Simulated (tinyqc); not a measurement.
# Resistance of a source-drain extension with a graded tip: effects of single changes

y runs along the channel, the gate covers y > 0. The doping is N0 for y < y0 and N0 10^(-(y - y0)/la) beyond, uniform over the depth xj. Sheet conductance s(y) = q mu(N) max(N - Nch, 0) xj + (for y > 0) ma Cox Vo, with mu(N) = u0 + (u1 - u0)/(1 + (N/Nr)^au) and Cox = eps0 eox/tox. Current is taken as one-dimensional; depletion of the tip, spreading and the contact are left out. The metallurgical junction lies at yj, where N = Nch.

Parameters, values chosen for the exercise; mobility law close to that of electrons in silicon:
- eox = 3.9 (relative permittivity of the gate insulator (close to silicon dioxide))
- tox = 1.5 nm (insulator thickness)
- N0 = 1.9e20 cm^-3 (active doping of the extension far from the gate)
- la = 3.7 nm/decade (lateral abruptness)
- y0 = -0.2 nm (position under the gate where the fall begins (gate edge at 0))
- xj = 7 nm (depth of the extension)
- Nch = 3.2e17 cm^-3 (channel doping)
- Ls = 19 nm (spacer length)
- Vo = 0.31 V (gate overdrive)
- ma = 250 cm^2/(V s) (mobility of the gate-induced layer)
- u1 = 1414 cm^2/(V s) (mobility at low doping)
- u0 = 68.5 cm^2/(V s) (mobility at high doping)
- Nr = 9.2e16 cm^-3 (reference doping)
- au = 0.711 (exponent)
- Lg = 50 nm (gate length)

Constants: q = 1.602176634e-19 C, eps0 = 8.8541878128e-14 F/cm where lengths are in cm. Results are converted to the units shown.

Each table varies one quantity; the others keep the values above.

## Abruptness at a fixed junction position

R_spacer = integral of dy/s from -Ls to 0, R_ov from 0 to yj, R_channel = (Lg - 2 yj)/(ma Cox Vo), R_total = 2 R_spacer + 2 R_ov + R_channel. Electrical length L_eff = ma Cox dR_total/d(1/Vo); R_series = R_total - L_eff/(ma Cox Vo). y0 is moved with la so that yj stays at 10.062 nm.

The same in every row: yj (nm) = 10.06; R_channel (ohm um) = 167.5.

Result of one run:
```
la (nm/decade)  R_spacer (ohm um)  R_ov (ohm um)  R_total (ohm um)  L_eff (nm)  R_series (ohm um)
9.1                         78.05          49.43             422.4       45.45              167.7
```

What becomes of these results when the lateral abruptness la is changed from 9.1 to 7.9 nm/decade, all else the same?

Result of the changed run:
```
la (nm/decade)  R_spacer (ohm um)  R_ov (ohm um)  R_total (ohm um)  L_eff (nm)  R_series (ohm um)
7.9                         52.29          48.16             368.3       44.72              117.7
```

The whole series:
```
la (nm/decade)  R_spacer (ohm um)  R_ov (ohm um)  R_total (ohm um)  L_eff (nm)  R_series (ohm um)
1                           12.01          13.29             218.1       32.39              36.48
2.2                         12.01          22.39             236.2       35.17              39.13
3.3                         12.01          30.73             252.9       37.71              41.55
4.5                         13.34          38.87             271.9       40.38              45.53
5.6                         19.84          43.48             294.1       42.32              56.91
6.8                         33.73          46.45             327.8       43.79              82.40
7.9                         52.29          48.16             368.3       44.72              117.7
9.1                         78.05          49.43             422.4       45.45              167.7
```

As la goes from 1 to 9.1 nm/decade, R_total rises from 218 to 422 ohm um, R_spacer rises from 12.0 to 78.0 ohm um and R_ov rises from 13.3 to 49.4 ohm um. R_total changes on average by 25.2 ohm um for each nm/decade. L_eff exceeds the metallurgical length by 2.52 nm in the first row and 15.6 nm in the last, since the gate also controls the lightly doped tips.

## Effect of the gate overdrive

Same model as above.

The same in every row: yj (nm) = 10.06; R_spacer (ohm um) = 12.01.

Effect of the gate overdrive:
```
Vo (V)  R_ov (ohm um)  R_channel (ohm um)  R_total (ohm um)  L_eff (nm)  R_series (ohm um)
0.15            55.75               346.1             481.6       36.17              62.61
0.3             34.57               173.0             266.2       38.52              43.09
0.45            25.57               115.4             190.5       39.97              36.19
0.6             20.46               86.52             151.5       41.01              32.72
0.75            17.13               69.21             127.5       41.80              30.65
0.9             14.76               57.68             111.2       42.44              29.29
1.05            12.99               49.44             99.46       42.97              28.34
1.2             11.62               43.26             90.52       43.43              27.64
```

What does the comparison show?

As Vo goes from 0.15 to 1.2, R_total falls from 482 to 90.5 ohm um, L_eff rises from 36.2 to 43.4 nm and R_series falls from 62.6 to 27.6 ohm um. Both extracted quantities depend on the overdrive at which they are taken.

tinyqc, about 0.03 s, one thread, Intel Xeon 2.30GHz (shared host): `OMP_NUM_THREADS=1 python tinyqc.py 2282117 2282118 out.jsonl`
